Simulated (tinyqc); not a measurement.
Worked calculation: G0W0 on RHF in the sto-3g basis, for BeH2, spin multiplicity 1. One step of it, computed by the program tinyqc.

Problem. G0W0 on Hartree-Fock: HOMO. W(p,q,m) = sqrt2 sum_ia (pq|ia) (X+Y)_ia,m; Sigma_c(x) = sum_(i,m) W^2/(x - e_i + w_m) + sum_(a,m) W^2/(x - e_a - w_m); solve x = e_p + Sigma_c(x) by Newton steps; Z = 1/(1 - dSigma/dx); 1 hartree = 27.211386 eV.

orbital energies (hartree): MO1 -4.518285, MO2 -0.463901, MO3 -0.428968, MO4 0.210893, MO5 0.210893, MO6 0.478588, MO7 0.992483

Two-electron integrals over orbitals (pq|rs), unique and non-zero (hartree):
```
(11|11) 2.271457    (21|11) -0.201592   (21|21) 0.027438    (22|11) 0.493666
(22|21) -0.006963   (22|22) 0.402633    (31|11) 0.000535    (31|21) -0.000054
(31|22) 0.000108    (31|31) 0.006236    (32|11) 2.01e-06    (32|21) 0.000056
(32|22) 0.001025    (32|31) 0.014806    (32|32) 0.165124    (33|11) 0.464797
(33|21) -0.002911   (33|22) 0.416058    (33|31) -0.000073   (33|32) -0.000857
(33|33) 0.439159    (41|41) 0.015768    (42|41) 0.015374    (42|42) 0.049871
(43|41) -0.000043   (43|42) -0.000094   (43|43) 0.015025    (44|11) 0.569171
(44|21) -0.008210   (44|22) 0.371911    (44|31) 0.000021    (44|32) 0.000007
(44|33) 0.359904    (44|44) 0.449859    (51|51) 0.015768    (52|51) 0.015374
(52|52) 0.049871    (53|51) -0.000043   (53|52) -0.000094   (53|53) 0.015025
(54|54) 0.024249    (55|11) 0.569171    (55|21) -0.008210   (55|22) 0.371911
(55|31) 0.000021    (55|32) 0.000007    (55|33) 0.359904    (55|44) 0.401360
(55|55) 0.449859    (61|11) -0.177656   (61|21) 0.024865    (61|22) -0.006918
(61|31) -0.000074   (61|32) -0.000013   (61|33) -0.004312   (61|44) -0.004509
(61|55) -0.004509   (61|61) 0.022807    (62|11) 0.106366    (62|21) -0.006750
(62|22) -0.026532   (62|31) 1.58e-06    (62|32) -0.000308   (62|33) -0.049213
(62|44) 0.049571    (62|55) 0.049571    (62|61) -0.003642   (62|62) 0.076929
(63|11) -0.000460   (63|21) 0.000012    (63|22) -0.000498   (63|31) -0.003119
(63|32) -0.095409   (63|33) 0.000678    (63|44) -0.000221   (63|55) -0.000221
(63|61) 0.000016    (63|62) -0.000080   (63|63) 0.083237    (64|41) 0.016327
(64|42) 0.047529    (64|43) -0.000145   (64|64) 0.051033    (65|51) 0.016327
(65|52) 0.047529    (65|53) -0.000145   (65|65) 0.051033    (66|11) 0.477739
(66|21) -0.006503   (66|22) 0.400300    (66|31) 4.05e-06    (66|32) -0.000136
(66|33) 0.411304    (66|44) 0.369526    (66|55) 0.369526    (66|61) -0.005877
(66|62) -0.036472   (66|63) 0.000228    (66|66) 0.414593    (71|11) -0.000070
(71|21) 0.000045    (71|22) 0.000122    (71|31) 0.011534    (71|32) 0.020897
(71|33) -0.000119   (71|44) 3.66e-07    (71|55) 3.66e-07    (71|61) -0.000006
(71|62) -0.000017   (71|63) -0.002520   (71|66) -0.000023   (71|71) 0.021840
(72|11) 0.000400    (72|21) -0.000009   (72|22) -0.000333   (72|31) 0.003266
(72|32) -0.045279   (72|33) 0.000127    (72|44) 0.000163    (72|55) 0.000163
(72|61) -0.000014   (72|62) 0.000392    (72|63) 0.061127    (72|66) -0.000057
(72|71) 0.007087    (72|72) 0.056541    (73|11) 0.137555    (73|21) -0.005303
(73|22) -0.007274   (73|31) -0.000005   (73|32) 2.67e-06    (73|33) -0.022265
(73|44) 0.057131    (73|55) 0.057131    (73|61) -0.003183   (73|62) 0.072167
(73|63) -0.000387   (73|66) -0.027867   (73|71) -0.000033   (73|72) 0.000149
(73|73) 0.081672    (74|41) 0.000012    (74|42) 0.000077    (74|43) 0.013830
(74|64) 0.000027    (74|74) 0.016442    (75|51) 0.000012    (75|52) 0.000077
(75|53) 0.013830    (75|65) 0.000027    (75|75) 0.016442    (76|11) -0.000048
(76|21) 0.000040    (76|22) 0.000826    (76|31) 0.011560    (76|32) 0.143228
(76|33) -0.000835   (76|44) 0.000010    (76|55) 0.000010    (76|61) -0.000012
(76|62) -0.000239   (76|63) -0.096252   (76|66) -0.000188   (76|71) 0.016368
(76|72) -0.057198   (76|73) 0.000067    (76|76) 0.141437    (77|11) 0.582294
(77|21) -0.009324   (77|22) 0.432883    (77|31) 0.000036    (77|32) 0.000262
(77|33) 0.451955    (77|44) 0.393226    (77|55) 0.393226    (77|61) -0.008976
(77|62) -0.040029   (77|63) -0.000043   (77|66) 0.440059    (77|71) 0.000006
(77|72) -0.000201   (77|73) -0.014142   (77|76) 0.000162    (77|77) 0.494668
```

excitation energies w (hartree): 0.669237  0.669237  0.767731  0.767731  1.033725  1.047759  1.583483  1.601662  4.760667  4.760667  5.042290  5.554299

X + Y:
```
            1          2          3          4          5          6          7          8
1>4  0.000000   0.000013  -0.012351   0.000056   0.000000   0.000000   0.000000   0.000000
1>5  0.000013   0.000000  -0.000056  -0.012351   0.000000   0.000000   0.000000   0.000000
1>6  0.000000   0.000000   0.000000   0.000000   0.000004   0.002046  -0.000036   0.003121
1>7  0.000000   0.000000   0.000000   0.000000   0.002954  -0.000009  -0.004884  -0.000052
2>4  0.000012   0.001739   0.937499  -0.004231   0.000000   0.000000   0.000000   0.000000
2>5  0.001739  -0.000012   0.004231   0.937499   0.000000   0.000000   0.000000   0.000000
2>6  0.000000   0.000000   0.000000   0.000000   0.006532   0.922043  -0.001912   0.179613
2>7  0.000000   0.000000   0.000000   0.000000  -0.236699   0.000286   0.939649   0.014486
3>4  0.006773   0.977781  -0.001581   0.000007   0.000000   0.000000   0.000000   0.000000
3>5  0.977781  -0.006773  -0.000007  -0.001581   0.000000   0.000000   0.000000   0.000000
3>6  0.000000   0.000000   0.000000   0.000000   0.918145  -0.006332   0.150968   0.001304
3>7  0.000000   0.000000   0.000000   0.000000  -0.000325  -0.272741  -0.014278   0.915761

             9         10         11         12
1>4   0.996675   0.000000   0.000000   0.000000
1>5   0.000000   0.996675   0.000000   0.000000
1>6   0.000000   0.000000   0.995484  -0.000021
1>7   0.000000   0.000000   0.000024   0.996069
2>4   0.001874   0.000000   0.000000   0.000000
2>5   0.000000   0.001874   0.000000   0.000000
2>6   0.000000   0.000000  -0.000573  -0.000002
2>7   0.000000   0.000000  -0.000004   0.001444
3>4  -0.000005   0.000000   0.000000   0.000000
3>5   0.000000  -0.000005   0.000000   0.000000
3>6   0.000000   0.000000   0.000002  -0.000296
3>7   0.000000   0.000000  -0.000796  -0.000006
```

Give: The 12 largest terms at x = e_p; Newton steps; quasiparticle energy of the HOMO; Hartree-Fock value.

Solution.

The 12 largest terms at x = e_p (hartree; W for the signs of X + Y given):

| q | m | W | term |
|---|---|---|---|
| 2 | 5 | -0.1086 | 0.0110 |
| 7 | 8 | 0.1241 | -0.0051 |
| 2 | 7 | -0.0807 | 0.0040 |
| 6 | 5 | 0.0876 | -0.0040 |
| 6 | 7 | 0.0990 | -0.0039 |
| 3 | 6 | -0.0556 | 0.0030 |
| 7 | 6 | 0.0626 | -0.0016 |
| 3 | 8 | -0.0414 | 0.0011 |
| 5 | 1 | 0.0208 | -3.30e-04 |
| 4 | 2 | 0.0208 | -3.30e-04 |
| 2 | 12 | 0.0294 | 1.54e-04 |
| 1 | 12 | 0.0163 | 2.74e-05 |

Newton steps (hartree):

| step | x | Sigma_c(x) | Z |
|---|---|---|---|
| 0 | -0.4290 | 0.0040 | 0.9777 |
| 1 | -0.4250 | 0.0040 | 0.9778 |
| 2 | -0.4250 | 0.0040 | 0.9778 |

quasiparticle energy of the HOMO = -11.5651 eV

Hartree-Fock value = -11.6728 eV
